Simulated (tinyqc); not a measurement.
Changing the temperature T: three-phonon processes in a diatomic chain: dispersion, energy and momentum conservation, and decay channels of optical phonons. Computed by tinyqc, a small Python program. Command: `OMP_NUM_THREADS=1 python tinyqc.py 3121463 3121464 out.jsonl threeph sweep`. One thread of a shared host (Intel(R) Xeon(R) Processor @ 2.30GHz), about 0.01 s of CPU time with the checks.

Cell length a, two atoms, one spring constant. x = q a/pi runs from -1 to 1; A and O are the acoustic and optical branches. Matrix elements are not computed: only conservation laws and occupation factors are followed.

Inputs (values chosen for the exercise, for a model chain):
```
quantity                        value           unit
light mass m                       31              u
heavy mass M                     77.5              u
spring constant k                 4.8  eV/angstrom^2
zero-temperature width Gamma_0   0.35           1/cm
```

Constants: nu for 1 eV/(angstrom^2 u) = 15.6333042 THz; h x 1 THz = 4.135667696 meV; k_B = 8.617333262e-05 eV/K; c = 299792458 m/s.

Method:
- omega^2 = k (1/m + 1/M) -/+ k sqrt((1/m + 1/M)^2 - 4 sin^2(pi x/2)/(m M)); nu = 15.6333042 THz x sqrt(omega^2) for eV/(angstrom^2 u).
- Acoustic top sqrt(2 k/M), optical bottom sqrt(2 k/m), optical top sqrt(2 k (1/m + 1/M)).
- O(0) -> A(x) + A(-x) needs nu_A(x) = nu_O(0)/2, which gives sin^2(pi x/2) = (3/16)(m + M)^2/(m M). Full width at half maximum Gamma = Gamma_0 (1 + 2 n), n = 1/(exp(h nu_A/(k_B T)) - 1); lifetime = 1/(2 pi c Gamma).

One run for each value:
```
temperature T (K)  width Gamma (1/cm)  occupation n  lifetime (ps)
20                             0.3500    4.3279e-06         15.168
33                             0.3504    5.6169e-04         15.151
56                             0.3586    1.2294e-02         14.804
93                             0.4029    7.5533e-02         13.177
150                            0.5171    2.3867e-01         10.267
260                            0.7914    6.3060e-01          6.708
430                            1.2519    1.2884e+00          4.241
720                            2.0604    2.4434e+00          2.577
1200                           3.4127    4.3753e+00          1.556
```

Over the rows, width Gamma (1/cm) rises from 0.350 to 3.41 (exponent d ln y / d ln x 0.0022 between the first rows and 0.99 between the last); occupation n rises from 4.33e-6 to 4.38 (exponent d ln y / d ln x 9.7 between the first rows and 1.1 between the last); lifetime (ps) falls from 15.2 to 1.56 (exponent d ln y / d ln x -0.0022 between the first rows and -0.99 between the last). At the high end the exponent of width Gamma is 0.99, close to 1: the classical limit, n = k_B T/(h nu). At the low end the exponent of width Gamma is 0.00, close to 0: spontaneous decay alone.

Extremes, crossings and ranges named in words are read from the listed rows.
